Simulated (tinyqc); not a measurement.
## Delay unit and parasitic delay from two ring oscillators

Problem. A ring of 11 inverters oscillates at 1/(2 x 11 d), with stage delay d = tau (h + p) for fan-out h. Find tau, p and the delay at fan-out 4.

frequencies of 11-stage ring oscillators with fan-out 2 and 5 (GHz): [5.4423546, 2.8089572]

Solution. d is a straight line in h with slope tau and intercept tau p.

tau = 2.61 ps
p = 1.20
delay at fan-out 4 = 13.6 ps

Numbers from tinyqc (`OMP_NUM_THREADS=1 python tinyqc.py 2082081 2082082 out.jsonl`; about 0.01 s on one thread of a shared Intel Xeon 2.30GHz).
